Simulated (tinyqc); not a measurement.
What moves the results: linear model of a band gap against the share of exact exchange. A value that a table varies takes the place of the one given here.

E(alpha) = E0 + S alpha. A wider gap screens less, modelled in the Penn form eps(alpha) = 1 + (e0 - 1)(EP/(EP + S alpha))^2 with a scale EP chosen for the exercise. A dielectric-dependent hybrid takes alpha = 1/eps.

Parameters, chosen for this exercise (of the order of those of TiO2; not measured data): E0 = 1.93 eV (gap of the semi-local functional); S = 8.91 eV (slope dE/d(alpha)); e0 = 8.55 (optical dielectric constant at alpha = 0); EP = 12.9 eV (energy scale of the screening); Et = 3.3 eV (target gap).

## Sweep of alpha

Also the exciton scale relative to alpha = 0, (m/m(0))(eps(0)/eps)^2, with a mass proportional to E + D, D = E0/2 + 0.3 eV, a k.p rule for direct gaps only.

Results:
```
alpha  E (eV)    eps  alpha eps  exciton scale
0.00    1.930  8.550      0.000           1.00
0.05    2.376  8.054      0.403           1.28
0.10    2.821  7.606      0.761           1.62
0.15    3.267  7.199      1.080           2.00
0.20    3.712  6.828      1.366           2.44
0.25    4.157  6.490      1.623           2.95
0.35    5.048  5.896      2.064           4.15
0.50    6.385  5.171      2.586           6.55
```

What can be read from the table?

alpha eps reaches 1 between alpha = 0.1 and 0.15 (fixed point 0.137), and the target gap is met between 0.15 and 0.2. At the fixed point the gap is 3.15 eV, -0.15 eV from the target. From 0 to 0.25 the gap grows by 2.23 eV while eps falls by 24 %; the exciton scale, which takes both, grows by a factor of 2.95 (formal for an indirect gap).

## What each parameter does

Fixed point alpha = 1/eps(alpha), gap and eps there. Each row changes one parameter from the base and keeps the others.

Results:
```
case            alpha  E (eV)    eps
base           0.1370   3.150  7.301
E0 = 2.123 eV  0.1370   3.343  7.301
S = 8.019 eV   0.1346   3.009  7.429
e0 = 7.695     0.1547   3.308  6.465
EP = 11.61 eV  0.1397   3.175  7.159
```

How do the results move?

The largest shifts from the base row, up to three for each result and ties (the steps differ in size, so this ranks the rows, not the parameters). alpha: e0 +0.0177, EP +0.0027, S -0.0024; unchanged at the printed digits by E0. E (eV): E0 +0.193, e0 +0.158, S -0.141. eps: e0 -0.837, EP -0.143, S +0.128; unchanged at the printed digits by E0.

Computed by tinyqc, a small Python program: `OMP_NUM_THREADS=1 python tinyqc.py 1850917 1850918 out.jsonl` (the numbers bound the seed that draws the inputs); one thread of a shared host (Intel(R) Xeon(R) Processor @ 2.30GHz), about 0.01 s for the whole set of steps.
